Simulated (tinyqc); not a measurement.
Worked calculation: RHF in the sto-3g basis, for H2, spin multiplicity 1. One step of it, computed by the program tinyqc.

Task: Iteration 3: DIIS coefficients. Solve [B -1; -1 0][c; lambda] = [0; -1] for the coefficients, which sum to one.

B (overlaps of the stored error matrices):
```
               1              2
1  7.4304758e-02  8.1290914e-03
2  8.1290914e-03  8.8933910e-04
```

Give: DIIS coefficients.

Result:

DIIS coefficients: -0.123  1.123
